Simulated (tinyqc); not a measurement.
Heisenberg magnet: exchange from energy differences, ordering vector, linear spin waves and ordering temperature. Changing the single-ion anisotropy K. Computed by tinyqc, a small Python program. Command: `OMP_NUM_THREADS=1 python tinyqc.py 3002672 3002673 out.jsonl magnon sweep`. One thread of a shared host (Intel(R) Xeon(R) Processor @ 2.30GHz), about 1 s of CPU time with the checks.

H = -sum over pairs <ij> J_ij S_i.S_j - K sum_i (S_i^z)^2, each pair once, J > 0 ferromagnetic. First neighbours: 12 at a (0.5, 0.5, 0), second: 6 at a (1, 0, 0), with all permutations and signs.

Inputs (values chosen for the exercise, for a model magnet):
```
quantity             value      unit
exchange J1          0.211       meV
exchange J2         -0.024       meV
spin S                 3.5         -
lattice constant a    4.61  angstrom
mesh divisions n        20         -
temperature T           51         K
```

Lattice: fcc. Order: ferromagnetic.

Constants: k_B = 8.617333262e-05 eV/K.

Method:
- g_s(q) = sum over shell s of cos(q.R), z1 = g1(0). E(q) = S [J(0) - J(q)] + (2S - 1) K, J(q) = J1 g1 + J2 g2. The factor 2S - 1 removes the anisotropy for S = 1/2.
- sum R_x^2 over the shells is s1 = 2 a^2 and s2 = 2 a^2. E = gap + D q^2 with D = (S/2)(J1 s1 + J2 s2) and gap = (2S - 1) K.
- J(q) = J1 g1(q) + J2 g2(q), g_s(q) = sum over shell s of cos(q.R).
- Mesh: q = sum_i (m_i + 1/2)/n b_i, m_i = 0..n-1, b = [[-1, 1, 1], [1, -1, 1], [1, 1, -1]] in 2 pi/a; <..> is the mean over the mesh.
- n = 1/(exp(E/(k_B T)) - 1); no zero-point loss; thermal loss <n>; moment = S less the losses.

One run for each value:
```
single-ion anisotropy K (meV)  gap (meV)  thermal loss  zero-point loss
0.00042                          0.00252       0.35853                0
0.00088                          0.00528       0.35654                0
0.00180                          0.01080       0.35291                0
0.00380                          0.02280       0.34620                0
0.00790                          0.04740       0.33548                0
0.01600                          0.09600       0.31998                0
0.03400                          0.20400       0.29591                0
0.07000                          0.42000       0.26293                0
```

Describe and explain the trends.

Over the rows, gap (meV) rises from 0.00252 to 0.420 (exponent d ln y / d ln x about 1.0 throughout); thermal loss falls from 0.359 to 0.263 (exponent d ln y / d ln x -0.0075 between the first rows and -0.16 between the last); zero-point loss does not change. The exponent of gap stays at 1: the gap of a ferromagnet is proportional to K.
